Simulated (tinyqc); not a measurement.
Rate against the binding of B: microkinetic model of a Langmuir-Hinshelwood surface reaction A + (1/2) B2 = AB with Bronsted-Evans-Polanyi barriers. Computed by tinyqc, a small Python program. Command: `OMP_NUM_THREADS=1 python tinyqc.py 3018562 3018563 out.jsonl microkin walk`. One thread of a shared host (Intel(R) Xeon(R) Processor @ 2.30GHz), about 0.01 s of CPU time with the checks.

A adsorbs in equilibrium; B2 dissociates irreversibly on two free sites; adsorbed A and B react irreversibly and AB leaves at once. theta_A + theta_B + theta_* = 1.

Inputs (values chosen for the exercise, for a model catalyst): adsorption energy of A, E_A = -1.29 eV; entropy loss of A, S_A = 1.5 meV/K; entropy loss of B2, S_B = 1.7 meV/K; slope a1 of the dissociation barrier = 0.62; intercept b1 = 1.2 eV; slope a2 of the reaction barrier = 0.4; intercept b2 = 0.27 eV; pressure p_A = 0.032 bar; pressure p_B = 0.023 bar; temperature T = 650 K.

Constants: k_B = 8.617333262e-05 eV/K; hbar = 6.582119569e-16 eV s.

Method. K_A = exp(-(E_A + T S_A)/(k_B T)) per bar; barriers E1 = max(b1 + a1 2 E_B, 0), E2 = b2 - a2 (E_A + E_B); k1 = (k_B T/h) exp(-S_B/k_B) exp(-E1/(k_B T)) per bar, k2 = (k_B T/h) exp(-E2/(k_B T)), h = 2 pi hbar. theta_A = K_A p_A theta_*; 2 k1 p_B theta_*^2 = k2 theta_A theta_B, so theta_B = w theta_* with w = 2 k1 p_B/(k2 K_A p_A); theta_* = 1/(1 + K_A p_A + w); rate r = k2 theta_A theta_B.

Changing E_B at fixed E_A:
```
E_B (eV)  E1 (eV)  E2 (eV)  theta_*  theta_A     theta_B  log10 r
-2.40           0    1.746  0.00202  0.01793  9.8005e-01  -2.1611
-2.10           0    1.626  0.01499  0.13281  8.5221e-01  -0.4217
-1.80           0    1.506  0.06047  0.53589  4.0363e-01   0.7900
-1.50           0    1.386  0.09394  0.83246  7.3595e-02   1.1726
-1.25           0    1.286  0.10007  0.88678  1.3151e-02   1.2275
-1.00           0    1.186  0.10118  0.89659  2.2304e-03   1.2371
-0.75        0.27    1.086  0.10140  0.89859  3.0238e-06  -0.8545
-0.50        0.58    0.986  0.10141  0.89859  2.0027e-09  -3.2580
-0.25        0.89    0.886  0.10141  0.89859  1.3264e-12  -5.6616
0.00         1.20    0.786  0.10141  0.89859  8.7850e-16  -8.0652
```

The two highest rows differ by no more than 0.01 in log10 r. On the weak-binding side log10 r falls by 9.6 per eV, from the dissociation barrier (2 a1/(k_B T ln 10) = 9.6). On the strong-binding side B fills the surface and the rate falls again: the Sabatier volcano.

Extremes, crossings and ranges named in words are read from the listed rows.
